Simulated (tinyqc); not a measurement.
CISD on RHF in the sto-3g basis, for H4, spin multiplicity 1, step by step. Computed by tinyqc, a small Python program that keeps every step (integrals from PySCF). Settings: charge = 0, multiplicity = 1, basis = sto-3g, method = RHF, energy threshold = 1e-10, iteration cap = 73, orthogonalisation = symmetric, start = atomic densities, DIIS depth = 6, ci = CISD, davidson = 1. Command: `OMP_NUM_THREADS=1 python tinyqc.py 21974 21975 out.jsonl` (the two numbers bound the seeds that draw the settings). One thread of a shared host (Intel(R) Xeon(R) Processor @ 2.60GHz), about 0.1 s of CPU time with the checks. The early iterations of the SCF are left out here.

## One-electron integrals

Geometry (angstrom):

| atom | x | y | z |
|---|---|---|---|
| H | 0.0000 | 0.0000 | 0.0000 |
| H | 0.0000 | 0.0000 | 1.0940 |
| H | 0.0000 | 0.0000 | 2.9740 |
| H | 0.0000 | 0.0000 | 4.0680 |

Basis sto-3g: exponents (1/bohr^2) and contraction coefficients of normalised primitives:

| element | l (shell) | exponent | coefficient |
|---|---|---|---|
| H | s (1) | 3.4253 | 0.1543 |
| H | s (1) | 0.6239 | 0.5353 |
| H | s (1) | 0.1689 | 0.4446 |

Overlap, kinetic and nuclear-attraction integrals over the contracted functions; the nuclear repulsion is the sum of Za Zb / Rab.

nuclear repulsion = 1.734846 hartree

overlap S:
```
        1H 1s   2H 1s   3H 1s   4H 1s
1H 1s  1.0000  0.4429  0.0193  0.0015
2H 1s  0.4429  1.0000  0.1447  0.0193
3H 1s  0.0193  0.1447  1.0000  0.4429
4H 1s  0.0015  0.0193  0.4429  1.0000
```

kinetic energy T (hartree):
```
         1H 1s    2H 1s    3H 1s    4H 1s
1H 1s   0.7600   0.0801  -0.0069  -0.0010
2H 1s   0.0801   0.7600  -0.0082  -0.0069
3H 1s  -0.0069  -0.0082   0.7600   0.0801
4H 1s  -0.0010  -0.0069   0.0801   0.7600
```

nuclear attraction V (hartree):
```
         1H 1s    2H 1s    3H 1s    4H 1s
1H 1s  -2.0081  -0.8428  -0.0312  -0.0023
2H 1s  -0.8428  -2.1593  -0.2432  -0.0312
3H 1s  -0.0312  -0.2432  -2.1593  -0.8428
4H 1s  -0.0023  -0.0312  -0.8428  -2.0081
```

core Hamiltonian H = T + V (hartree):
```
         1H 1s    2H 1s    3H 1s    4H 1s
1H 1s  -1.2480  -0.7627  -0.0380  -0.0033
2H 1s  -0.7627  -1.3992  -0.2514  -0.0380
3H 1s  -0.0380  -0.2514  -1.3992  -0.7627
4H 1s  -0.0033  -0.0380  -0.7627  -1.2480
```

## Two-electron integrals

Functions are numbered as in S; the eight-fold symmetry (ij|kl) = (ji|kl) = (kl|ij) leaves the list below.

Two-electron integrals (ij|kl) in chemists' order, unique and non-zero (hartree):
```
(11|11) 0.7746     (21|11) 0.2680     (21|21) 0.1227     (22|11) 0.4485
(22|21) 0.2680     (22|22) 0.7746     (31|11) 0.0070     (31|21) 0.0038
(31|22) 0.0102     (31|31) 1.72e-04   (32|11) 0.0388     (32|21) 0.0230
(32|22) 0.0700     (32|31) 0.0013     (32|32) 0.0110     (33|11) 0.1779
(33|21) 0.0974     (33|22) 0.2800     (33|31) 0.0070     (33|32) 0.0700
(33|33) 0.7746     (41|11) 3.96e-04   (41|21) 2.26e-04   (41|22) 0.0007
(41|31) 1.25e-05   (41|32) 1.04e-04   (41|33) 0.0007     (41|41) 9.97e-07
(42|11) 0.0041     (42|21) 0.0023     (42|22) 0.0070     (42|31) 1.45e-04
(42|32) 0.0013     (42|33) 0.0102     (42|41) 1.25e-05   (42|42) 1.72e-04
(43|11) 0.0669     (43|21) 0.0354     (43|22) 0.0974     (43|31) 0.0023
(43|32) 0.0230     (43|33) 0.2680     (43|41) 2.26e-04   (43|42) 0.0038
(43|43) 0.1227     (44|11) 0.1301     (44|21) 0.0669     (44|22) 0.1779
(44|31) 0.0041     (44|32) 0.0388     (44|33) 0.4485     (44|41) 3.96e-04
(44|42) 0.0070     (44|43) 0.2680     (44|44) 0.7746
```

## Orthogonalisation

S = U s U^T; symmetric (Loewdin) form X = U s^(-1/2) U^T, so that X^T S X = 1.

eigenvalues of S: 0.4973  0.6054  1.3565  1.5408

X:
```
         1H 1s    2H 1s    3H 1s    4H 1s
1H 1s   1.0869  -0.2564   0.0194  -0.0048
2H 1s  -0.2564   1.0968  -0.0881   0.0194
3H 1s   0.0194  -0.0881   1.0968  -0.2564
4H 1s  -0.0048   0.0194  -0.2564   1.0869
```

## Iteration 10 (converged): orbitals

converged F (hartree):
```
         1H 1s    2H 1s    3H 1s    4H 1s
1H 1s  -0.2190  -0.4410  -0.0312   0.0037
2H 1s  -0.4410  -0.2281  -0.1076  -0.0312
3H 1s  -0.0312  -0.1076  -0.2281  -0.4410
4H 1s   0.0037  -0.0312  -0.4410  -0.2190
```

Diagonalise F' = X^T F X, C = X C', fill 2 alpha and 2 beta electrons from the bottom; D = 2 C_occ C_occ^T. Each column has its largest component positive (the first on a tie).

F' = X^T F X (hartree):
```
         1        2        3        4
1  -0.0283  -0.4307   0.0242  -0.0005
2  -0.4307  -0.0232  -0.1048   0.0242
3   0.0242  -0.1048  -0.0232  -0.4307
4  -0.0005   0.0242  -0.4307  -0.0283
```

orbital energies (hartree): MO1 -0.4879, MO2 -0.4312, MO3 0.3311, MO4 0.4851

coefficients C:
```
          MO1      MO2      MO3      MO4
1H 1s  0.3818   0.4481   0.6840  -0.6581
2H 1s  0.4229   0.4101  -0.5983   0.7563
3H 1s  0.4229  -0.4101  -0.5983  -0.7563
4H 1s  0.3818  -0.4481   0.6840   0.6581
```

D after iteration 10:
```
         1H 1s    2H 1s    3H 1s    4H 1s
1H 1s   0.6931   0.6905  -0.0446  -0.1100
2H 1s   0.6905   0.6941   0.0214  -0.0446
3H 1s  -0.0446   0.0214   0.6941   0.6905
4H 1s  -0.1100  -0.0446   0.6905   0.6931
```

## Convergence

Stop when the energy changes by less than 1e-10 hartree and every element of the error matrix X^T (F D S - S D F) X is below 3e-06.

Course of the cycle:

| iteration | E (hartree) | change | largest element of the error matrix |
|---|---|---|---|
| 1 | -1.362282 | - | 1.21e-02 |
| 2 | -2.074130 | -7.12e-01 | 2.71e-02 |
| 3 | -2.070781 | 3.35e-03 | 5.36e-02 |
| 4 | -2.075104 | -4.32e-03 | 1.02e-02 |
| 5 | -2.075249 | -1.44e-04 | 3.25e-03 |
| 6 | -2.075262 | -1.30e-05 | 1.49e-03 |
| 7 | -2.075264 | -2.17e-06 | 9.09e-04 |
| 8 | -2.075265 | -1.28e-06 | 9.61e-06 |
| 9 | -2.075265 | -1.45e-10 | 5.37e-07 |
| 10 | -2.075265 | -3.70e-13 | 2.33e-07 |

PySCF RHF in the same basis = -2.075265 hartree

Converged in 10 iterations.

## Integrals over molecular orbitals

(pq|rs) = sum C_ip C_jq C_kr C_ls (ij|kl), one index at a time.

one-electron integrals over orbitals h = C^T H C (hartree):
```
         1        2        3        4
1  -1.4725   0.0000   0.0843   0.0000
2   0.0000  -1.4186   0.0000  -0.0778
3   0.0843   0.0000  -1.0418   0.0000
4   0.0000  -0.0778   0.0000  -0.9485
```

Two-electron integrals over orbitals (pq|rs), unique and non-zero (hartree):
```
(11|11) 0.3994    (21|21) 0.2093    (22|11) 0.3973    (22|22) 0.4022
(31|11) -0.0297   (31|22) -0.0044   (31|31) 0.1075    (32|21) 0.0459
(32|32) 0.1001    (33|11) 0.3943    (33|22) 0.3959    (33|31) -0.0074
(33|33) 0.4095    (41|21) 0.0085    (41|32) -0.0904   (41|41) 0.0950
(42|11) 0.0367    (42|22) 0.0129    (42|31) -0.1079   (42|33) 0.0105
(42|42) 0.1112    (43|21) -0.2060   (43|32) -0.0479   (43|41) -0.0067
(43|43) 0.2185    (44|11) 0.4111    (44|22) 0.4088    (44|31) -0.0329
(44|33) 0.4197    (44|42) 0.0393    (44|44) 0.4402
```

## CISD: determinants and Hamiltonian

Hartree-Fock energy = -2.075265 hartree

Slater-Condon rules over spin orbitals, with the nuclear repulsion added and E(HF) subtracted on the diagonal. Only determinants linked to the reference directly or through others are kept (one block of an abelian symmetry group), so some states are absent.

Occupation strings over the orbitals (2 doubly, a alpha, b beta, 0 empty; spin orbitals ordered 1a 1b 2a 2b ...): 2200 2a0b a2b0 2b0a b2a0 aabb 2020 abab 2002 abba baab 0220 baba 0202 bbaa

H - E(HF) between determinants (hartree):
```
         2200     2a0b     a2b0     2b0a     b2a0     aabb     2020     abab
2200   0.0000   0.0000   0.0000   0.0000   0.0000   0.0175   0.1001   0.0904
2a0b   0.0000   0.6186   0.0980  -0.1112   0.1079  -0.0241  -0.0479   0.0459
a2b0   0.0000   0.0980   0.5322   0.1079  -0.1075  -0.0302  -0.0459   0.0479
2b0a   0.0000  -0.1112   0.1079   0.6186   0.0980   0.0000   0.0479  -0.0067
b2a0   0.0000   0.1079  -0.1075   0.0980   0.5322   0.0000   0.0459  -0.0085
aabb   0.0175  -0.0241  -0.0302   0.0000   0.0000   0.9280  -0.0904  -0.1001
2020   0.1001  -0.0479  -0.0459   0.0479   0.0459  -0.0904   0.9525  -0.1155
abab   0.0904   0.0459   0.0479  -0.0067  -0.0085  -0.1001  -0.1155   1.1371
2002   0.1112   0.0264   0.0000  -0.0264   0.0000   0.1079   0.2185  -0.2060
abba  -0.1079   0.0000  -0.0262   0.0285   0.0000  -0.1112   0.2060  -0.2185
baab  -0.1079  -0.0285   0.0000   0.0000   0.0262  -0.1075   0.2060  -0.2093
0220   0.1075   0.0000   0.0223   0.0000  -0.0223   0.1079   0.2093  -0.2060
baba   0.0904   0.0067   0.0085  -0.0459  -0.0479  -0.0950  -0.1155   0.0000
0202   0.0950  -0.0085  -0.0067   0.0085   0.0067  -0.0904   0.0000  -0.1155
bbaa   0.0175   0.0000   0.0000   0.0241   0.0302   0.0000  -0.0904  -0.0950

         2002     abba     baab     0220     baba     0202     bbaa
2200   0.1112  -0.1079  -0.1079   0.1075   0.0904   0.0950   0.0175
2a0b   0.0264   0.0000  -0.0285   0.0000   0.0067  -0.0085   0.0000
a2b0   0.0000  -0.0262   0.0000   0.0223   0.0085  -0.0067   0.0000
2b0a  -0.0264   0.0285   0.0000   0.0000  -0.0459   0.0085   0.0241
b2a0   0.0000   0.0000   0.0262  -0.0223  -0.0479   0.0067   0.0302
aabb   0.1079  -0.1112  -0.1075   0.1079  -0.0950  -0.0904   0.0000
2020   0.2185   0.2060   0.2060   0.2093  -0.1155   0.0000  -0.0904
abab  -0.2060  -0.2185  -0.2093  -0.2060   0.0000  -0.1155  -0.0950
2002   1.2621   0.0980   0.0980   0.0000  -0.2060   0.2093   0.1079
abba   0.0980   1.1607   0.0000   0.0980  -0.2093   0.2060  -0.1075
baab   0.0980   0.0000   1.1607   0.0980  -0.2185   0.2060  -0.1112
0220   0.0000   0.0980   0.0980   1.0847  -0.2060   0.2185   0.1079
baba  -0.2060  -0.2093  -0.2185  -0.2060   1.1371  -0.1155  -0.1001
0202   0.2093   0.2060   0.2060   0.2185  -0.1155   1.3312  -0.0904
bbaa   0.1079  -0.1075  -0.1112   0.1079  -0.1001  -0.0904   0.9280
```

## CISD: roots

Diagonalise (each vector has its largest component positive (the first on a tie)); all determinants have Ms = 0, so triplets appear too. The lowest singlet root is the correlation energy. The Davidson correction is (1 - c0^2) E_corr, c0 the coefficient of the reference.

lowest roots of this matrix, relative to E(HF) (hartree): -0.0805  0.2542  0.4578  0.5142  0.6632  0.6644  0.7425  0.9327

lowest vectors:
```
       root 1   root 2   root 3  root 4
2200   0.9627   0.0000   0.0088  0.0000
2a0b   0.0043  -0.4469   0.1763  0.0000
a2b0   0.0053   0.5471   0.2668  0.0000
2b0a  -0.0043  -0.4469  -0.1763  0.0000
b2a0  -0.0053   0.5471  -0.2668  0.0000
aabb  -0.0096   0.0087   0.2411  0.4082
2020  -0.1144   0.0000   0.5222  0.0000
abab  -0.0892  -0.0042  -0.1306  0.4082
2002  -0.0889   0.0000  -0.3263  0.0000
abba   0.0988   0.0299  -0.1105  0.4082
baab   0.0988  -0.0299  -0.1105  0.4082
0220  -0.0997   0.0000  -0.4188  0.0000
baba  -0.0892   0.0042  -0.1306  0.4082
0202  -0.0807   0.0000   0.2570  0.0000
bbaa  -0.0096  -0.0087   0.2411  0.4082
```

<S^2> of these roots: 0.0000  2.0000  0.0000  6.0000  0.0000  2.0000  0.0000  2.0000

weight of the ground state by excitation level 0, 1, 2, ...: 0.9269  0.0001  0.0731

Davidson correction = -0.005889 hartree

## The lowest root by the Davidson method

Start from the reference; add the residual divided by (theta - H_ii), orthogonalised, at each step.

Davidson iterations:

| iteration | subspace | lowest Ritz value (hartree) | residual norm |
|---|---|---|---|
| 1 | 1 | 0 | 2.88e-01 |
| 2 | 2 | -0.079967 | 2.70e-02 |
| 3 | 3 | -0.080501 | 3.93e-03 |
| 4 | 4 | -0.080509 | 9.50e-04 |
| 5 | 5 | -0.080510 | 3.04e-04 |
| 6 | 6 | -0.080510 | 6.57e-05 |
| 7 | 7 | -0.080510 | 9.01e-06 |
| 8 | 8 | -0.080510 | 1.13e-06 |
| 9 | 9 | -0.080510 | 9.33e-08 |
